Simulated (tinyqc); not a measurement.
From folded lines to real minibands: band folding and unfolding in a supercell of a chain.

A chain with hopping -t and n = 8 sites a supercell. H(K) has v_j on the diagonal, -t between neighbours and -t exp(2 pi i K) on the bond that closes the cell (from the last site to the first of the next cell). The point K holds the n wave vectors k_m = (K + m)/n of the primitive zone, in 2 pi/a, m = 0 to n - 1, with E0 = -2t cos(2 pi k_m). The unfolding weight of a state c on k_m is |sum_j c_j exp(-2 pi i k_m j)|^2/n, j = 0 to n - 1.

Values chosen for the exercise: t = 1.18 eV (hopping); v = (0.696, 0.492, 0, -0.492, -0.696, -0.492, 0, 0.492) eV (site energies in the supercell); Kq = 0.43 2 pi/(n a) (wave vector in the small zone).

The potential is scaled by x. For the lowest level at K: energy, second-order estimate E0(k_0) + x V_0 - x^2 sum_m |V_m|^2/(E0(k_m) - E0(k_0)), weight on k_0, and width of the lowest miniband between K = 0 and 1/2.

Lowest level:
```
x,E (eV),second order (eV),weight on k_0,miniband width (eV)
0.00,-2.2267,-2.2267,1.000,0.1796
0.25,-2.2830,-2.3092,0.746,0.1085
0.50,-2.3792,-2.5567,0.632,0.0648
1.50,-2.8484,-5.1972,0.514,0.0108
2.00,-3.1092,-7.5076,0.488,0.0052
3.00,-3.6594,-14.1088,0.450,0.0015
4.00,-4.2348,-23.3504,0.423,0.0006
```

Give the missing row, x = 1.00.

Computed row:
```
x      E (eV)  second order (eV)  weight on k_0  miniband width (eV)
1.00  -2.6024            -3.5469          0.553               0.0248
```

Second order is -944.5 meV off at x = 1 and -10449 meV at x = 3. The weight on the parent k falls to 0.55 at x = 1 and 0.42 at x = 4, and the miniband narrows from 0.180 to 0.001 eV as the state gathers on the low sites. While the weight stays near one the primitive band is still the right picture and the folded copies carry little spectral weight.

Program tinyqc; command `OMP_NUM_THREADS=1 python tinyqc.py 1481504 1481505 out.jsonl`; about 0.01 s on one thread of a shared Intel(R) Xeon(R) Processor @ 2.30GHz.
